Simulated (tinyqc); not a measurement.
Which coupling does what: hole subbands of a hard-walled well, four-band Luttinger model.

Hole energies are counted downwards from the unstrained band edge, c = hbar^2/2m0. After the usual block transformation one block is H = [[P + Q - Zs, R - i S], [R + i S, P - Q + Zs]] in (heavy, light), with P +/- Q = c [(g1 +/- g2) k^2 + (g1 -/+ 2 g2) kz^2], R = sqrt(3) c gR k^2, S = 2 sqrt(3) c g3 k kz, kz = -i d/dz; axial approximation gR = (g2 + g3)/2. Zs = b (e_par - e_perp) is the shear part of the strain (the hydrostatic part shifts all levels alike and is left out). Basis sqrt(2/L) sin(n pi z/L), n = 1 to N, for each component: kz^2 gives (n pi/L)^2 and the heavy-light block is R delta_nm - 2 sqrt(3) c g3 k D_nm with D_nm = 4 n m/(L (n^2 - m^2)) for n + m odd, 0 otherwise. The other block has the same levels. The split-off band is left out.

Constants: hbar^2/2m0 = 3.80998211 eV angstrom^2.

Inputs chosen for the exercise (near those of GaSb; the results hold for these values, not for the real material):
- g1 = 13.48 (Luttinger gamma1)
- g2 = 4.7 (gamma2)
- g3 = 6.01 (gamma3)
- L = 140 angstrom (well width along [001])
- k = 0.016 1/angstrom (wave vector in the plane)

shear strain energy Zs = -0.055584 eV

N = 20, at the given k. Diagonal: R = S = 0. Along [100] and [110] gR is g2 and g3 instead of their mean.

Cases:
```
model
diagonal
R alone
S alone
axial
[100]
[110]
```

Rank the cases by E1, lowest first.

Answer: [110], axial, [100], S alone, R alone, diagonal.

Hole energies (meV):
```
model,E1,E2,E3,E4
diagonal,-3.12,81.14,104.63,128.56
R alone,-4.08,82.10,101.59,131.60
S alone,-9.04,65.28,100.23,100.70
axial,-9.89,64.82,98.63,102.73
[100],-9.70,64.93,98.80,102.46
[110],-10.11,64.69,98.48,103.00
```

The couplings move E1 by -6.77 meV: R alone by -0.96, S alone by -5.91, so S matters more at k L/pi = 0.71 (R grows as k^2 and joins equal n, S as k and joins n of opposite parity). Warping spreads E1 by 0.42 meV between [100] and [110], the hole being heavier along [110]; the axial value lies between them.

Program tinyqc; command `OMP_NUM_THREADS=1 python tinyqc.py 1252542 1252543 out.jsonl`; about 0.09 s on one thread of a shared Intel(R) Xeon(R) Processor @ 2.30GHz.
